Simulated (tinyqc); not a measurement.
Inside a calculation (part 1 of 2). Method: UKS/LDA (VWN5) in the sto-3g basis, for BeH, spin multiplicity 2. Computed by tinyqc, a small Python program that keeps every step (integrals from PySCF). Settings: charge = 0, multiplicity = 2, basis = sto-3g, energy threshold = 1e-09, iteration cap = 71, orthogonalisation = symmetric, start = core, DIIS depth = 0, method = UKS, functional = lda,vwn, grid = [15, 86]. Command: `OMP_NUM_THREADS=1 python tinyqc.py 29615 29616 out.jsonl` (the two numbers bound the seeds that draw the settings). One thread of a shared host (Intel(R) Xeon(R) Processor @ 2.60GHz), about 1 s of CPU time with the checks. Later iterations appear only in the table of the cycle.

## One-electron integrals

Geometry (angstrom):
```
atom        x        y        z
Be    0.00000  0.00000  0.00000
H     0.00000  0.00000  2.29200
```

Basis sto-3g: exponents (1/bohr^2) and contraction coefficients of normalised primitives:
```
element  l (shell)  exponent  coefficient
Be           s (1)  30.16787      0.15433
Be           s (1)   5.49512      0.53533
Be           s (1)   1.48719      0.44463
Be           s (2)   1.31483     -0.09997
Be           s (2)   0.30554      0.39951
Be           s (2)   0.09937      0.70012
Be           p (3)   1.31483      0.15592
Be           p (3)   0.30554      0.60768
Be           p (3)   0.09937      0.39196
H            s (1)   3.42525      0.15433
H            s (1)   0.62391      0.53533
H            s (1)   0.16886      0.44463
```

Overlap, kinetic and nuclear-attraction integrals over the contracted functions; the nuclear repulsion is the sum of Za Zb / Rab.

nuclear repulsion = 0.9235204 hartree

overlap S:
```
          1Be 1s   1Be 2s  1Be 2px  1Be 2py  1Be 2pz    2H 1s
1Be 1s   1.00000  0.25952  0.00000  0.00000  0.00000  0.00782
1Be 2s   0.25952  1.00000  0.00000  0.00000  0.00000  0.16218
1Be 2px  0.00000  0.00000  1.00000  0.00000  0.00000  0.00000
1Be 2py  0.00000  0.00000  0.00000  1.00000  0.00000  0.00000
1Be 2pz  0.00000  0.00000  0.00000  0.00000  1.00000  0.22926
2H 1s    0.00782  0.16218  0.00000  0.00000  0.22926  1.00000
```

kinetic energy T (hartree):
```
           1Be 1s    1Be 2s  1Be 2px  1Be 2py  1Be 2pz     2H 1s
1Be 1s    6.69397  -0.03301  0.00000  0.00000  0.00000  -0.00379
1Be 2s   -0.03301   0.21111  0.00000  0.00000  0.00000  -0.00346
1Be 2px   0.00000   0.00000  0.66059  0.00000  0.00000   0.00000
1Be 2py   0.00000   0.00000  0.00000  0.66059  0.00000   0.00000
1Be 2pz   0.00000   0.00000  0.00000  0.00000  0.66059   0.01633
2H 1s    -0.00379  -0.00346  0.00000  0.00000  0.01633   0.76003
```

nuclear attraction V (hartree):
```
            1Be 1s    1Be 2s   1Be 2px   1Be 2py   1Be 2pz     2H 1s
1Be 1s   -14.79197  -1.95916   0.00000   0.00000  -0.00615  -0.05745
1Be 2s    -1.95916  -2.54342   0.00000   0.00000  -0.06546  -0.32338
1Be 2px    0.00000   0.00000  -2.51169   0.00000   0.00000   0.00000
1Be 2py    0.00000   0.00000   0.00000  -2.51169   0.00000   0.00000
1Be 2pz   -0.00615  -0.06546   0.00000   0.00000  -2.55084  -0.44549
2H 1s     -0.05745  -0.32338   0.00000   0.00000  -0.44549  -2.15007
```

core Hamiltonian H = T + V (hartree):
```
           1Be 1s    1Be 2s   1Be 2px   1Be 2py   1Be 2pz     2H 1s
1Be 1s   -8.09800  -1.99218   0.00000   0.00000  -0.00615  -0.06124
1Be 2s   -1.99218  -2.33231   0.00000   0.00000  -0.06546  -0.32683
1Be 2px   0.00000   0.00000  -1.85110   0.00000   0.00000   0.00000
1Be 2py   0.00000   0.00000   0.00000  -1.85110   0.00000   0.00000
1Be 2pz  -0.00615  -0.06546   0.00000   0.00000  -1.89024  -0.42916
2H 1s    -0.06124  -0.32683   0.00000   0.00000  -0.42916  -1.39003
```

## Two-electron integrals

Functions are numbered as in S; the eight-fold symmetry (ij|kl) = (ji|kl) = (kl|ij) leaves the list below.

Two-electron integrals (ij|kl) in chemists' order, unique and non-zero (hartree):
```
(11|11) 2.29883   (21|11) 0.39204   (21|21) 0.07954   (22|11) 0.57099
(22|21) 0.14304   (22|22) 0.41768   (31|31) 0.01461   (32|31) 0.02189
(32|32) 0.09226   (33|11) 0.56958   (33|21) 0.14308   (33|22) 0.41759
(33|33) 0.44986   (41|41) 0.01461   (42|41) 0.02189   (42|42) 0.09226
(43|43) 0.02425   (44|11) 0.56958   (44|21) 0.14308   (44|22) 0.41759
(44|33) 0.40136   (44|44) 0.44986   (51|51) 0.01461   (52|51) 0.02189
(52|52) 0.09226   (53|53) 0.02425   (54|54) 0.02425   (55|11) 0.56958
(55|21) 0.14308   (55|22) 0.41759   (55|33) 0.40136   (55|44) 0.40136
(55|55) 0.44986   (61|11) 0.01145   (61|21) 0.00234   (61|22) 0.00428
(61|33) 0.00425   (61|44) 0.00425   (61|51) 0.00025   (61|52) 0.00046
(61|55) 0.00435   (61|61) 0.00007   (62|11) 0.05600   (62|21) 0.01438
(62|22) 0.04983   (62|33) 0.04771   (62|44) 0.04771   (62|51) 0.00178
(62|52) 0.01349   (62|55) 0.05402   (62|61) 0.00048   (62|62) 0.01230
(63|31) 0.00087   (63|32) 0.00490   (63|53) 0.00196   (63|63) 0.00072
(64|41) 0.00087   (64|42) 0.00490   (64|54) 0.00196   (64|64) 0.00072
(65|11) 0.07300   (65|21) 0.01887   (65|22) 0.06734   (65|33) 0.06375
(65|44) 0.06375   (65|51) 0.00273   (65|52) 0.02050   (65|55) 0.07443
(65|61) 0.00064   (65|62) 0.01816   (65|65) 0.02702   (66|11) 0.23086
(66|21) 0.05991   (66|22) 0.22883   (66|33) 0.21677   (66|44) 0.21677
(66|51) 0.00614   (66|52) 0.06331   (66|55) 0.25258   (66|61) 0.00197
(66|62) 0.08162   (66|65) 0.12493   (66|66) 0.77461
```

## Orthogonalisation

S = U s U^T; symmetric (Loewdin) form X = U s^(-1/2) U^T, so that X^T S X = 1.

eigenvalues of S: 0.66387  0.82108  1.00000  1.00000  1.17117  1.34388

X:
```
           1Be 1s    1Be 2s  1Be 2px  1Be 2py   1Be 2pz     2H 1s
1Be 1s    1.02693  -0.13749  0.00000  0.00000  -0.00265   0.01334
1Be 2s   -0.13749   1.03794  0.00000  0.00000   0.01543  -0.08841
1Be 2px   0.00000   0.00000  1.00000  0.00000   0.00000   0.00000
1Be 2py   0.00000   0.00000  0.00000  1.00000   0.00000   0.00000
1Be 2pz  -0.00265   0.01543  0.00000  0.00000   1.02094  -0.12073
2H 1s     0.01334  -0.08841  0.00000  0.00000  -0.12073   1.03176
```

## Starting guess

The start is the orbitals of the core Hamiltonian; D(s) = C_occ C_occ^T for each spin.

D(alpha) at the start:
```
           1Be 1s    1Be 2s  1Be 2px  1Be 2py   1Be 2pz     2H 1s
1Be 1s    1.07288  -0.28096  0.00000  0.00000  -0.00314   0.01054
1Be 2s   -0.28096   1.08256  0.00000  0.00000   0.01139  -0.03319
1Be 2px   0.00000   0.00000  0.00000  0.00000   0.00000   0.00000
1Be 2py   0.00000   0.00000  0.00000  0.00000   0.00000   0.00000
1Be 2pz  -0.00314   0.01139  0.00000  0.00000   1.01170  -0.02716
2H 1s     0.01054  -0.03319  0.00000  0.00000  -0.02716   0.00173
```

D(beta) at the start:
```
           1Be 1s    1Be 2s  1Be 2px  1Be 2py   1Be 2pz     2H 1s
1Be 1s    1.05859  -0.22148  0.00000  0.00000  -0.10814   0.01152
1Be 2s   -0.22148   0.83513  0.00000  0.00000   0.44819  -0.03726
1Be 2px   0.00000   0.00000  0.00000  0.00000   0.00000   0.00000
1Be 2py   0.00000   0.00000  0.00000  0.00000   0.00000   0.00000
1Be 2pz  -0.10814   0.44819  0.00000  0.00000   0.24064  -0.01998
2H 1s     0.01152  -0.03726  0.00000  0.00000  -0.01998   0.00167
```

## Iteration 1: exchange-correlation on the grid

Becke grid with 15 radial and 86 angular points per atom, points of zero weight dropped. rho = sum D_ij phi_i phi_j; V_xc,ij = sum w v_xc phi_i phi_j; v_xc is d(rho eps)/d rho(s) for spin s.

The 8 grid points with the largest w rho, of 2574 (bohr, atomic units):
```
x                y        z        w  rho(alpha)  rho(beta)    eps_xc  v_xc(alpha)
0.00000    0.00000  2.04582  0.41619     0.03335    0.02482  -0.33663     -0.45141
0.00000   -0.76563  1.89715  0.43916     0.03004    0.02325  -0.32749     -0.43770
-0.76563   0.00000  1.89715  0.43916     0.03004    0.02325  -0.32749     -0.43770
0.76563    0.00000  1.89715  0.43916     0.03004    0.02325  -0.32749     -0.43770
0.00000    0.76563  1.89715  0.43916     0.03004    0.02325  -0.32749     -0.43770
-0.75614  -0.75614  1.74410  0.42041     0.02684    0.02162  -0.31793     -0.42337
0.75614   -0.75614  1.74410  0.42041     0.02684    0.02162  -0.31793     -0.42337
-0.75614   0.75614  1.74410  0.42041     0.02684    0.02162  -0.31793     -0.42337
```

electrons on the grid, sum of w rho = 4.99823

E_xc = sum of w rho eps_xc = -3.0110908 hartree

V_xc(alpha) (hartree):
```
           1Be 1s    1Be 2s   1Be 2px   1Be 2py   1Be 2pz     2H 1s
1Be 1s   -1.42836  -0.21900   0.00000   0.00000  -0.00111  -0.00654
1Be 2s   -0.21900  -0.35391   0.00000   0.00000  -0.00843  -0.03771
1Be 2px   0.00000   0.00000  -0.33381   0.00000   0.00000   0.00000
1Be 2py   0.00000   0.00000   0.00000  -0.33381   0.00000   0.00000
1Be 2pz  -0.00111  -0.00843   0.00000   0.00000  -0.38663  -0.04998
2H 1s    -0.00654  -0.03771   0.00000   0.00000  -0.04998  -0.10879
```

V_xc(beta) (hartree):
```
           1Be 1s    1Be 2s   1Be 2px   1Be 2py   1Be 2pz     2H 1s
1Be 1s   -1.41728  -0.21037   0.00000   0.00000  -0.00761  -0.00639
1Be 2s   -0.21037  -0.30838   0.00000   0.00000  -0.05052  -0.03612
1Be 2px   0.00000   0.00000  -0.30017   0.00000   0.00000   0.00000
1Be 2py   0.00000   0.00000   0.00000  -0.30017   0.00000   0.00000
1Be 2pz  -0.00761  -0.05052   0.00000   0.00000  -0.31758  -0.04800
2H 1s    -0.00639  -0.03612   0.00000   0.00000  -0.04800  -0.10279
```

## Iteration 1: building the Kohn-Sham matrix

J_ij = sum D_kl (ij|kl) with D = D(alpha) + D(beta); F = H + J + V_xc; E = tr D H + tr D J / 2 + E_xc + E_nn.

Coulomb J (hartree):
```
          1Be 1s   1Be 2s  1Be 2px  1Be 2py  1Be 2pz    2H 1s
1Be 1s   6.30074  1.20569  0.00000  0.00000  0.01639  0.03597
1Be 2s   1.20569  2.38485  0.00000  0.00000  0.07634  0.27697
1Be 2px  0.00000  0.00000  2.36190  0.00000  0.00000  0.00000
1Be 2py  0.00000  0.00000  0.00000  2.36190  0.00000  0.00000
1Be 2pz  0.01639  0.07634  0.00000  0.00000  2.42087  0.37258
2H 1s    0.03597  0.27697  0.00000  0.00000  0.37258  1.22327
```

F(alpha) (hartree):
```
           1Be 1s    1Be 2s  1Be 2px  1Be 2py   1Be 2pz     2H 1s
1Be 1s   -3.22561  -1.00549  0.00000  0.00000   0.00913  -0.03181
1Be 2s   -1.00549  -0.30137  0.00000  0.00000   0.00244  -0.08757
1Be 2px   0.00000   0.00000  0.17699  0.00000   0.00000   0.00000
1Be 2py   0.00000   0.00000  0.00000  0.17699   0.00000   0.00000
1Be 2pz   0.00913   0.00244  0.00000  0.00000   0.14399  -0.10657
2H 1s    -0.03181  -0.08757  0.00000  0.00000  -0.10657  -0.27555
```

F(beta) (hartree):
```
           1Be 1s    1Be 2s  1Be 2px  1Be 2py   1Be 2pz     2H 1s
1Be 1s   -3.21453  -0.99686  0.00000  0.00000   0.00262  -0.03166
1Be 2s   -0.99686  -0.25583  0.00000  0.00000  -0.03964  -0.08598
1Be 2px   0.00000   0.00000  0.21064  0.00000   0.00000   0.00000
1Be 2py   0.00000   0.00000  0.00000  0.21064   0.00000   0.00000
1Be 2pz   0.00262  -0.03964  0.00000  0.00000   0.21304  -0.10459
2H 1s    -0.03166  -0.08598  0.00000  0.00000  -0.10459  -0.26955
```

total energy of this density = -14.2551354 hartree

## Iteration 1: diagonalisation and new density

Diagonalise F' = X^T F X, C = X C', fill 3 alpha and 2 beta electrons from the bottom; D(s) = C_occ C_occ^T. Each column has its largest component positive (the first on a tie).

F' = X^T F X (alpha) (hartree):
```
          1         2        3        4         5         6
1  -3.12410  -0.59123  0.00000  0.00000   0.00339   0.01971
2  -0.59123  -0.08516  0.00000  0.00000   0.01991  -0.06061
3   0.00000   0.00000  0.17699  0.00000   0.00000   0.00000
4   0.00000   0.00000  0.00000  0.17699   0.00000   0.00000
5   0.00339   0.01991  0.00000  0.00000   0.17266  -0.09944
6   0.01971  -0.06061  0.00000  0.00000  -0.09944  -0.25012
```

orbital energies (alpha) (hartree): MO1 -3.23512, MO2 -0.28311, MO3 0.03042, MO4 0.17699, MO5 0.17699, MO6 0.20107

coefficients C (alpha):
```
              MO1       MO2       MO3      MO4       MO5       MO6
1Be 1s    0.98392  -0.04446  -0.31515  0.00000   0.00000  -0.06544
1Be 2s    0.05652   0.11105   1.01719  0.00000   0.00000   0.23254
1Be 2px   0.00000   0.00000   0.00000  0.21103   0.97748   0.00000
1Be 2py   0.00000   0.00000   0.00000  0.97748  -0.21103   0.00000
1Be 2pz  -0.00160   0.09313  -0.19768  0.00000   0.00000   1.00468
2H 1s    -0.00584   0.95149  -0.20115  0.00000   0.00000  -0.37586
```

F' = X^T F X (beta) (hartree):
```
          1         2        3        4         5         6
1  -3.11400  -0.58982  0.00000  0.00000   0.00233   0.01975
2  -0.58982  -0.03991  0.00000  0.00000  -0.02232  -0.05830
3   0.00000   0.00000  0.21064  0.00000   0.00000   0.00000
4   0.00000   0.00000  0.00000  0.21064   0.00000   0.00000
5   0.00233  -0.02232  0.00000  0.00000   0.24294  -0.10282
6   0.01975  -0.05830  0.00000  0.00000  -0.10282  -0.24404
```

orbital energies (beta) (hartree): MO1 -3.22330, MO2 -0.27673, MO3 0.08075, MO4 0.21064, MO5 0.21064, MO6 0.26428

coefficients C (beta):
```
              MO1       MO2       MO3      MO4       MO5       MO6
1Be 1s    0.98467  -0.04372  -0.31949  0.00000   0.00000   0.01080
1Be 2s    0.05412   0.10872   1.04355  0.00000   0.00000  -0.02287
1Be 2px   0.00000   0.00000   0.00000  0.99994  -0.01075   0.00000
1Be 2py   0.00000   0.00000   0.00000  0.01075   0.99994   0.00000
1Be 2pz   0.00099   0.08913   0.05409  0.00000   0.00000   1.02287
2H 1s    -0.00607   0.95334  -0.28472  0.00000   0.00000  -0.31166
```

D(alpha) after iteration 1:
```
           1Be 1s    1Be 2s  1Be 2px  1Be 2py   1Be 2pz     2H 1s
1Be 1s    1.06940  -0.26990  0.00000  0.00000   0.05659   0.01534
1Be 2s   -0.26990   1.05019  0.00000  0.00000  -0.19083  -0.09927
1Be 2px   0.00000   0.00000  0.00000  0.00000   0.00000   0.00000
1Be 2py   0.00000   0.00000  0.00000  0.00000   0.00000   0.00000
1Be 2pz   0.05659  -0.19083  0.00000  0.00000   0.04776   0.12839
2H 1s     0.01534  -0.09927  0.00000  0.00000   0.12839   0.94583
```

D(beta) after iteration 1:
```
           1Be 1s   1Be 2s  1Be 2px  1Be 2py   1Be 2pz     2H 1s
1Be 1s    0.97149  0.04853  0.00000  0.00000  -0.00292  -0.04766
1Be 2s    0.04853  0.01475  0.00000  0.00000   0.00974   0.10332
1Be 2px   0.00000  0.00000  0.00000  0.00000   0.00000   0.00000
1Be 2py   0.00000  0.00000  0.00000  0.00000   0.00000   0.00000
1Be 2pz  -0.00292  0.00974  0.00000  0.00000   0.00795   0.08497
2H 1s    -0.04766  0.10332  0.00000  0.00000   0.08497   0.90890
```

Within a degenerate level the vectors are fixed only up to a rotation; this is one choice.

## Iteration 2: exchange-correlation on the grid

As before.

The 8 grid points with the largest w rho, of 2574 (bohr, atomic units):
```
x                y        z        w  rho(alpha)  rho(beta)    eps_xc  v_xc(alpha)
0.00000    0.00000  2.88381  0.42983     0.01910    0.01901  -0.29500     -0.38497
-0.18015   0.18015  0.18015  0.00291     1.60270    1.52350  -1.16138     -1.54066
0.18015    0.18015  0.18015  0.00291     1.60270    1.52350  -1.16138     -1.54066
0.18015   -0.18015  0.18015  0.00291     1.60270    1.52350  -1.16138     -1.54066
-0.18015  -0.18015  0.18015  0.00291     1.60270    1.52350  -1.16138     -1.54066
-0.05899   0.21665  0.21665  0.00289     1.60461    1.52344  -1.16160     -1.54121
0.05899    0.21665  0.21665  0.00289     1.60461    1.52344  -1.16160     -1.54121
-0.21665   0.05899  0.21665  0.00289     1.60461    1.52344  -1.16160     -1.54121
```

electrons on the grid, sum of w rho = 4.99748

E_xc = sum of w rho eps_xc = -3.0837108 hartree

V_xc(alpha) (hartree):
```
           1Be 1s    1Be 2s   1Be 2px   1Be 2py   1Be 2pz     2H 1s
1Be 1s   -1.41427  -0.20738   0.00000   0.00000   0.00324  -0.00598
1Be 2s   -0.20738  -0.29425   0.00000   0.00000   0.01441  -0.05182
1Be 2px   0.00000   0.00000  -0.28632   0.00000   0.00000   0.00000
1Be 2py   0.00000   0.00000   0.00000  -0.28632   0.00000   0.00000
1Be 2pz   0.00324   0.01441   0.00000   0.00000  -0.30270  -0.07618
2H 1s    -0.00598  -0.05182   0.00000   0.00000  -0.07618  -0.49589
```

V_xc(beta) (hartree):
```
           1Be 1s    1Be 2s   1Be 2px   1Be 2py   1Be 2pz     2H 1s
1Be 1s   -1.39234  -0.19807   0.00000   0.00000   0.00032  -0.00575
1Be 2s   -0.19807  -0.22453   0.00000   0.00000  -0.00981  -0.04924
1Be 2px   0.00000   0.00000  -0.21626   0.00000   0.00000   0.00000
1Be 2py   0.00000   0.00000   0.00000  -0.21626   0.00000   0.00000
1Be 2pz   0.00032  -0.00981   0.00000   0.00000  -0.23553  -0.07378
2H 1s    -0.00575  -0.04924   0.00000   0.00000  -0.07378  -0.49252
```

## Iteration 2: building the Kohn-Sham matrix

As before.

Coulomb J (hartree):
```
          1Be 1s   1Be 2s  1Be 2px  1Be 2py  1Be 2pz    2H 1s
1Be 1s   5.61693  1.04431  0.00000  0.00000  0.00619  0.03092
1Be 2s   1.04431  2.02334  0.00000  0.00000  0.09519  0.31850
1Be 2px  0.00000  0.00000  1.99552  0.00000  0.00000  0.00000
1Be 2py  0.00000  0.00000  0.00000  1.99552  0.00000  0.00000
1Be 2pz  0.00619  0.09519  0.00000  0.00000  2.06925  0.45270
2H 1s    0.03092  0.31850  0.00000  0.00000  0.45270  2.17065
```

F(alpha) (hartree):
```
           1Be 1s    1Be 2s   1Be 2px   1Be 2py   1Be 2pz     2H 1s
1Be 1s   -3.89535  -1.15525   0.00000   0.00000   0.00327  -0.03630
1Be 2s   -1.15525  -0.60322   0.00000   0.00000   0.04414  -0.06015
1Be 2px   0.00000   0.00000  -0.14189   0.00000   0.00000   0.00000
1Be 2py   0.00000   0.00000   0.00000  -0.14189   0.00000   0.00000
1Be 2pz   0.00327   0.04414   0.00000   0.00000  -0.12370  -0.05264
2H 1s    -0.03630  -0.06015   0.00000   0.00000  -0.05264   0.28473
```

F(beta) (hartree):
```
           1Be 1s    1Be 2s   1Be 2px   1Be 2py   1Be 2pz     2H 1s
1Be 1s   -3.87341  -1.14593   0.00000   0.00000   0.00035  -0.03607
1Be 2s   -1.14593  -0.53350   0.00000   0.00000   0.01992  -0.05757
1Be 2px   0.00000   0.00000  -0.07184   0.00000   0.00000   0.00000
1Be 2py   0.00000   0.00000   0.00000  -0.07184   0.00000   0.00000
1Be 2pz   0.00035   0.01992   0.00000   0.00000  -0.05653  -0.05024
2H 1s    -0.03607  -0.05757   0.00000   0.00000  -0.05024   0.28810
```

total energy of this density = -14.4027329 hartree
